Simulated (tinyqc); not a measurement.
Polycrystalline film, grain-boundary barriers (Seto model): effect of the temperature.

One-dimensional grains of size Lg with donors N; each boundary has Qt acceptor-like traps per area at one level Et below the band edge. Trapped electrons qt deplete a width w = qt/N (both sides together) and raise a barrier Vb = q N w^2/(8 eps0 eps_r). Current crosses the barriers by thermionic emission at small bias. Abrupt depletion, full ionisation, Boltzmann statistics.

Nc is given at 300 K and scales as (T/300 K)^1.5; mg and vc are fixed. Partly depleted grains: the density at the grain centre is n0 = N and qt = Qt/(1 + 2 (Nc/N) exp((Vb - Et)/Vt)). If that gives qt >= N Lg, the grains are fully depleted: qt = N Lg, w = Lg and n0 = 2 Nc exp((Vb - Et)/Vt)/(Qt/(N Lg) - 1). Resistivity: barriers rb = Vt exp(Vb/Vt)/(q n0 vc Lg), grain interior rg = (1 - w/Lg)/(q mg N); effective mobility 1/(q N (rb + rg)).

Inputs (values chosen for the exercise); values close to those of polycrystalline silicon:

| symbol | value | unit | meaning |
|---|---|---|---|
| eps_r | 11.7 |  | relative permittivity of the semiconductor |
| Lg | 400 | nm | grain size |
| Qt | 1.3e12 | cm^-2 | trap density at a boundary |
| N | 2.4e17 | cm^-3 | donor density |
| mg | 130 | cm^2/(V s) | mobility inside a grain |
| vc | 3.4e6 | cm/s | collection velocity at the barrier |
| Nc | 2.8e19 | cm^-3 | conduction-band density of states at the reference temperature |
| Et | 0.55 | eV | trap level below the band edge |

Constants: q = 1.602176634e-19 C, kB = 1.380649e-23 J/K, Vt = kB T/q, eps0 = 8.8541878128e-14 F/cm where lengths are in cm. Results are converted to the units shown.

The same in every row: n0 (cm^-3) = 2.400e17.

Results:
```
T (K)    w/Lg  Vb (V)  resistivity (ohm cm)
220    0.1354  0.1361                 4.936
250    0.1354  0.1361                 2.459
280    0.1354  0.1361                 1.474
310    0.1354  0.1361                 1.007
340    0.1354  0.1361                0.7556
400    0.1351  0.1355                0.5094
430    0.1347  0.1347                0.4415
```

Estimate the missing row, T = 370 K.

Computed row:
```
T (K)    w/Lg  Vb (V)  resistivity (ohm cm)
370    0.1353  0.1359                0.6062
```

With this row back in the table: As T goes from 220 to 430 K, the barrier falls from 0.136 to 0.135 V and the resistivity falls from 4.94 to 0.441 ohm cm. The grains are fully depleted in 0 of the 8 rows. The activation energy between the first two rows is 0.110 eV.

Numbers from tinyqc (`OMP_NUM_THREADS=1 python tinyqc.py 2610138 2610139 out.jsonl`; about 0.01 s on one thread of a shared Intel Xeon 2.30GHz).
